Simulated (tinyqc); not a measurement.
# Born-Mayer model of an ionic crystal AB, step by step

A worked calculation. Computed by tinyqc, a small Python program that keeps every step. Command: `OMP_NUM_THREADS=1 python tinyqc.py 3008178 3008179 out.jsonl bornmayer walk`. One thread of a shared host (Intel(R) Xeon(R) Processor @ 2.30GHz), about 0.01 s of CPU time with the checks. Intermediate numbers are printed to about 6 digits and carried at full precision; extremes and crossings named in words are read from the listed rows.

Energies are per ion pair and r is the nearest distance of unlike ions.

Inputs (values chosen for the exercise, for a model salt):
```
quantity                        value           unit
ionic charge z                      2              -
unlike repulsion lambda          4170             eV
range rho                       0.281       angstrom
like repulsion lambda2           2020             eV
dispersion C between like ions      6  eV angstrom^6
pressure P                         10            GPa
```

Structure: caesium chloride. Short range: with like-ion terms.

Constants: e^2/(4 pi eps_0) = 14.39964548 eV angstrom; 1 eV/angstrom^3 = 160.2176634 GPa.

## Equilibrium distance at zero pressure

Madelung constant M, unlike neighbours z1, like neighbours z2 at f r, volume per pair: rock salt 1.747565, 6, 12, sqrt2, 2 r^3; caesium chloride 1.762675, 8, 6, 2/sqrt3, 8 r^3/(3 sqrt3); zinc blende 1.638055, 4, 12, sqrt(8/3), 16 r^3/(3 sqrt3). U(r) = -M z^2 e^2/(4 pi eps_0 r) + z1 lambda exp(-r/rho) + z2 [lambda2 exp(-f r/rho) - C/(f r)^6] (one mean like-ion term for both sublattices). Newton steps on g(r) = U'(r), from r = 9 rho: r(new) = r - U'(r)/U''(r), with the move limited to 0.3 angstrom. Where U'' is negative, move 0.3 angstrom downhill. Stop when |U'| is below 1e-9.

Newton steps:
```
step  r (angstrom)  U' (eV/angstrom)  U'' (eV/angstrom^2)
1          2.52900      -1.66724e-01              45.4806
2          2.53267      -1.30582e-03              44.7699
3          2.53270      -8.19032e-08              44.7642
4          2.53270      -8.60423e-15              44.7642
```

equilibrium distance r0 = 2.53270 angstrom

## Terms of the lattice energy

The formulas are those given above.

terms (eV): Coulomb -40.0868, unlike repulsion 4.0632, like repulsion 0.3661, dispersion -0.0575

lattice energy U = -35.7151 eV per pair

The short-range terms together cancel 10.9 % of the Coulomb energy.

## Bulk modulus

B = U''(r0)/(9 c r0), with the volume written as c r^3.

U''(r0) = 44.7642 eV/angstrom^2

bulk modulus B = 204.366 GPa

## Under pressure

With the volume written as c r^3, under pressure take the root at the minimum of the enthalpy and solve U'(r) + 3 c r^2 P = 0; H = U + P V; B = (U'' - 2 U'/r)/(9 c r).

distance at P = 2.49567 angstrom

volume at P = 23.9316 angstrom^3

enthalpy at P = -34.1890 eV per pair

bulk modulus at P = 249.509 GPa

The volume shrinks by 4.32 %, against P/B = 4.89 % in linear elasticity: the crystal stiffens.

## Three structures under pressure

The formulas are those given above.

Enthalpy (eV per pair):
```
P (GPa)  rock salt  caesium chloride  zinc blende
0         -36.9657          -35.7151     -36.3730
2         -36.6182          -35.4043     -35.9234
5         -36.1038          -34.9436     -35.2613
10        -35.2631          -34.1890     -34.1871
20        -33.6360          -32.7233     -32.1299
40        -30.5542          -29.9325     -28.2909
70        -26.2484          -26.0099     -23.0125
100       -22.2195          -22.3212     -18.1359
```

volumes at zero pressure (angstrom^3): rock salt 27.9923, caesium chloride 25.0125, zinc blende 36.2968

At zero pressure the order is rock salt < zinc blende < caesium chloride. Between 70 and 100 GPa the lowest enthalpy passes from rock salt to caesium chloride. Pressure favours the denser structure, through P V. The Madelung constants, the number of repulsive contacts and the volumes (28.0, 25.0, 36.3 angstrom^3 at P = 0) all matter. Caution: rigid ions with fixed charges leave out polarisation and covalency, so such models often misplace transition pressures.

Checks made by the program: Madelung constant against an Ewald sum (relative difference 1e-07); Newton against bracketing (relative difference below 1e-10).
